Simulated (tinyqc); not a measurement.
Changing the longitudinal mass m_l: mobility of a non-polar semiconductor in the relaxation-time approximation. Computed by tinyqc, a small Python program. Command: `OMP_NUM_THREADS=1 python tinyqc.py 3028178 3028179 out.jsonl rta sweep`. One thread of a shared host (Intel(R) Xeon(R) Processor @ 2.30GHz), about 0.02 s of CPU time with the checks.

Each valley is treated as a sphere of mass m_d for states and rates, with one isotropic relaxation time; the conductivity mass m_c sets the current.

Inputs (values chosen for the exercise, modelled on electrons in silicon):
```
quantity                                            value       unit
transverse mass m_t                                 0.191        m_0
equivalent valleys Z                                    6          -
non-parabolicity alpha                               0.47       1/eV
static permittivity eps_s                            11.7          -
density rho                                          2329     kg/m^3
sound velocity v_l                                   8780        m/s
acoustic deformation potential D_A                    9.5         eV
phonon energy hbar w                                 60.4        meV
optical or intervalley deformation potential D_o      4.8  1e8 eV/cm
final valleys Z_f                                       5          -
carrier density n                                 2.6e+16     1/cm^3
compensation ratio C                                 0.18          -
temperature T                                         350          K
```

Band: Kane. Impurity formula: Conwell-Weisskopf. Further scattering: none.

Constants: k_B = 8.617333262e-05 eV/K; m_0 = 9.1093837015e-31 kg; e = 1.602176634e-19 C; hbar = 1.054571817e-34 J s; eps_0 = 8.8541878128e-12 F/m; k_B = 1.380649e-23 J/K; hbar = 6.582119569e-16 eV s.

Method:
- m_d = (m_l m_t^2)^(1/3); 1/m_c = (1/m_l + 2/m_t)/3; Hall mass factor A = 3 K_m (K_m + 2)/(2 K_m + 1)^2, K_m = m_l/m_t; N_I = n (1 + C)/(1 - C).
- Kane band: hbar^2 k^2/(2 m) = E (1 + alpha E), speed v = hbar k/(m (1 + 2 alpha E)), states per spin, volume and energy g(E) = m k (1 + 2 alpha E)/(2 pi^2 hbar^2); overlap factors are set to 1. Here m = m_d. Masses are multiplied by m_0 and all formulas are in SI units.
- The reduced Fermi level eta = E_F/(k_B T) solves n = 2 Z int g f dE with f = 1/(1 + exp(x - eta)) (Z = 1 unless valleys are given); screening length L_s = sqrt(eps_s eps_0 k_B T/(e^2 dn/deta)), dn/deta = 2 Z int g f (1 - f) dE.
- Integrals over x = E/(k_B T) use 160 Gauss-Legendre points in u = sqrt(x) from 0 to sqrt(max(eta, 0) + 32).
- Phonon occupation N_q = 1/(exp(hbar w/(k_B T)) - 1).
- Acoustic deformation potential (elastic, equipartition, absorption and emission together): 1/tau = 2 pi k_B T D_A^2 g(E)/(hbar rho v_l^2).
- Optical or intervalley deformation potential: 1/tau = (pi Z_f D_o^2/(rho w)) [N_q g(E + hbar w) + (N_q + 1) g(E - hbar w)], with g = 0 below the band edge.
- Each optical term is multiplied by (1 - f(E'))/(1 - f(E)), E' the final energy, for Pauli blocking.
- Singly charged impurities, momentum relaxation: 1/tau = N_I e^4 m (1 + 2 alpha E) Phi/(8 pi (eps_s eps_0)^2 hbar^3 k^3), with alpha = 0 for a parabolic band.
- Conwell-Weisskopf: Phi = ln(1 + y^2), y = 4 pi eps_s eps_0 E N_I^(-1/3)/e^2 (largest impact parameter N_I^(-1/3)/2).
- mu = (m_d/m_c) (2 Z e/(3 n k_B T)) int g v^2 tau f (1 - f) dE.
- Averages over x are split at the emission threshold x_0 = hbar w/(k_B T): 64 Gauss-Legendre points in sqrt(x) below it and 128 in sqrt(x - x_0) above it, up to x = max(eta, 0) + 32.
- Rates are added at each energy before the average. With <y> = int g v^2 y f (1 - f) dE: Hall factor r_H = A (3 n k_B T/(2 Z m_d)) <tau^2/(1 + 2 alpha E)>/<tau>^2 (alpha = 0 for a parabolic band); Hall mobility r_H mu; |S| = (k_B/e) (<x tau>/<tau> - eta); resistivity 1/(n e mu).

One run for each value; columns: (1) longitudinal mass m_l (m_0); (2) drift mobility mu (cm^2/(V s)); (3) density-of-states mass m_d (m_0); (4) conductivity mass m_c (m_0); (5) Hall mass factor A; (6) Seebeck coefficient |S| (microvolt/K):
```
(1)      (2)      (3)      (4)      (5)     (6)
0.19  2494.9  0.19067  0.19067  1.00000  731.26
0.27  1982.7  0.21436  0.21164  0.98832  743.04
0.39  1588.7  0.24231  0.23014  0.95800  755.73
0.55  1309.5  0.27173  0.24411  0.92267  767.93
0.79  1079.8  0.30659  0.25560  0.88560  781.10
1.10   911.5  0.34236  0.26361  0.85547  793.41
1.60   756.2  0.38791  0.27036  0.82735  807.65
2.30   633.1  0.43779  0.27508  0.80622  821.71
```

Over the rows, drift mobility mu (cm^2/(V s)) falls from 2490 to 633 (exponent d ln y / d ln x -0.65 between the first rows and -0.49 between the last); density-of-states mass m_d (m_0) rises from 0.191 to 0.438 (exponent d ln y / d ln x about 0.33 throughout); conductivity mass m_c (m_0) rises from 0.191 to 0.275 (exponent d ln y / d ln x 0.30 between the first rows and 0.048 between the last). m_c stays below 1.5 m_t = 0.286 however large m_l gets, while m_d keeps growing as m_l^(1/3); A falls from 1 towards 3/4.

Extremes, crossings and ranges named in words are read from the listed rows.
